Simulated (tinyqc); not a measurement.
The energy-gap law: non-radiative capture by multiphonon emission, one effective mode. Computed by tinyqc, a small Python program. Command: `OMP_NUM_THREADS=1 python tinyqc.py 3013470 3013471 out.jsonl capture sweep`. One thread of a shared host (Intel(R) Xeon(R) Processor @ 2.30GHz), about 0.03 s of CPU time with the checks.

The initial state (free carrier plus empty centre) lies dE above the final state; both have the same frequency and are displaced by dQ.

Inputs (values chosen for the exercise, with mass, screening and phonons like those of ZnSe):
```
quantity                    value                   unit
phonon energy hbar omega     17.7                    meV
Huang-Rhys factor S          5.16                      -
electron-phonon coupling W  0.022  eV/(u^(1/2) angstrom)
cell volume V                2260             angstrom^3
degeneracy g                    4                      -
broadening b                   13                    meV
carrier mass m              0.772                    m_0
temperature T                  77                      K
defect density N_t          5e+16                  cm^-3
```

Centre: neutral.

Constants: hbar^2/u = 4.18015928e-03 eV angstrom^2; k_B = 8.617333262e-05 eV/K; hbar = 6.582119569e-16 eV s; k_B = 1.380649e-23 J/K; m_0 = 9.1093837015e-31 kg.

Method:
- dQ = sqrt(2 S (hbar^2/u)/hbar omega); relaxation energy lambda = S hbar omega; phonons needed P = dE/hbar omega; classical barrier E_b = (dE - lambda)^2/(4 lambda); occupation n = 1/(exp(hbar omega/k_B T) - 1).
- Huang-Rhys weight for a net emission of p phonons: L_p = exp(-S (2n + 1)) ((n + 1)/n)^(p/2) I_p(2 S sqrt(n (n + 1))), I_p the modified Bessel function.
- M_p = sum_m w_m <m_i|Q|(m + p)_f>^2 with Q counted from the final minimum and Boltzmann weights w_m for m = 0..24; <m_i|Q|k_f> = sqrt((hbar^2/u)/(2 hbar omega)) [sqrt(k) <m|k-1> + sqrt(k+1) <m|k+1>], with overlaps of oscillators displaced by d = sqrt(2 S) summed on 1500 points from -16 to 16 + d.
- The delta function is a Gaussian of standard deviation b at dE - p hbar omega.
- C_0 = V (2 pi/hbar) g W^2 sum_p M_p Gaussian_p. The sum runs over the seven p from round(P) - 3 to round(P) + 3; 1 angstrom^3 = 1e-24 cm^3.
- For a neutral centre the Sommerfeld factor is 1.
- C = s C_0; v = sqrt(3 k_B T/m); sigma = C/v; tau = 1/(C N_t).

One run for each value:
```
energy released dE (eV)  capture coefficient C (cm^3/s)  classical barrier E_b (eV)      P
0.0814                                        8.192e-07                   2.700e-04   4.60
0.0958                                        9.187e-07                   5.464e-05   5.41
0.1100                                        9.285e-07                   9.539e-04   6.21
0.1250                                        8.492e-07                   3.103e-03   7.06
0.1390                                        7.177e-07                   6.220e-03   7.85
0.1540                                        5.515e-07                   1.075e-02   8.70
0.1820                                        2.740e-07                   2.250e-02  10.28
0.1970                                        1.702e-07                   3.056e-02  11.13
```

Give the missing row, energy released dE (eV) = 0.1680.

Computed row:
```
energy released dE (eV)  capture coefficient C (cm^3/s)  classical barrier E_b (eV)     P
0.1680                                        4.014e-07                   1.609e-02  9.49
```

Interpolating between the two neighbouring rows (linearly) misses most in classical barrier E_b (eV), by 3.3 %. Over the rows, capture coefficient C (cm^3/s) goes from 8.19e-7 through a maximum among these rows, 9.28e-7 at 0.110, to 1.70e-7; classical barrier E_b (eV) goes from 2.70e-4 through a minimum among these rows, 5.46e-5 at 0.0958, to 0.0306; P rises from 4.60 to 11.1 (exponent d ln y / d ln x about 1.0 throughout). ln C changes by -0.56 for each added phonon at the high end; the slope is still steepening, and becomes nearly constant only for P well above S. The maximum lies somewhat above dE = S hbar omega, where the barrier vanishes, because the matrix element of Q grows with dE.

Caution (rows 0.0814, 0.0958, 0.110, 0.125, 0.139): so large a cross-section lies beyond first-order perturbation theory; cascade capture or carrier supply would limit it.

Extremes, crossings and ranges named in words are read from the listed rows.
